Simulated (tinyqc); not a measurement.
MOS inversion layer, Poisson-Schroedinger loop: two steps of the calculation.

Electrons confined at an insulator interface at z = 0, treated as a hard wall; parabolic valleys, Hartree approximation, no image or exchange terms. The depletion charge lies far deeper than the electrons and gives a uniform field q Nd/(eps0 eps_r); the gate balances all charge. Energies are counted from the band edge at the interface.

Inputs (values chosen for the exercise); masses and permittivity close to those of silicon (111): temperature T = 77 K; relative permittivity eps_r = 11.9; mass along z of valley set A (6 valley(s)) mz1 = 0.26 m0; in-plane density-of-states mass of set A md1 = 0.351 m0; sheet density of electrons Ns = 7.6e11 cm^-2; sheet density of depletion charge Nd = 4.7e11 cm^-2.

Constants: q = 1.602176634e-19 C, kB = 1.380649e-23 J/K, hbar = 1.054571817e-34 J s, m0 = 9.1093837015e-31 kg, Vt = kB T/q, eps0 = 8.8541878128e-14 F/cm where lengths are in cm, hbar^2/(2 m0) = 0.0380998212 eV nm^2. Results are converted to the units shown.

Question 1. Fermi level and occupations. Level k holds N_k = D_k Vt ln(1 + exp((EF - E_k)/Vt)) with D = 6 md1 m0 q/(pi hbar^2) per eV (spin included); EF is fixed by sum N_k = Ns.

levels (eV): A1 0.045447228, A2 0.079065109

Give: EF; N_k.

Answer 1.

EF = 0.032309 eV
N_k (cm^-2): A1 7.5492e11, A2 5.0787e9

Question 2. Closed-form estimates. Triangular well: E_k = a_k (C F^2/mz)^(1/3), a_1 = 2.338107, a_2 = 4.087949, C = hbar^2/(2 m0), F in eV/nm. Fang-Howard (all electrons in the lowest level of set A): b^3 = 6 (mz1/C) q (Nd + 11 Ns/32)/(eps0 eps_r), centroid 3/b, level C b^2/(4 mz1) + (3/b) q (Nd + 11 Ns/16)/(eps0 eps_r). Use F = q (Nd + Ns)/(eps0 eps_r), the surface field, and F = q (Nd + Ns/2)/(eps0 eps_r).

Give: A1 with the surface field; A1 with Nd + Ns/2; A2 with Nd + Ns/2; b; Fang-Howard centroid; Fang-Howard level.

Answer 2.

A1 with the surface field = 0.08685 eV
A1 with Nd + Ns/2 = 0.06789 eV
A2 with Nd + Ns/2 = 0.1187 eV
b = 0.7693 1/nm
Fang-Howard centroid = 3.900 nm
Fang-Howard level = 0.08053 eV

tinyqc, about 0.2 s, one thread, Intel Xeon 2.30GHz (shared host): `OMP_NUM_THREADS=1 python tinyqc.py 2160082 2160083 out.jsonl`
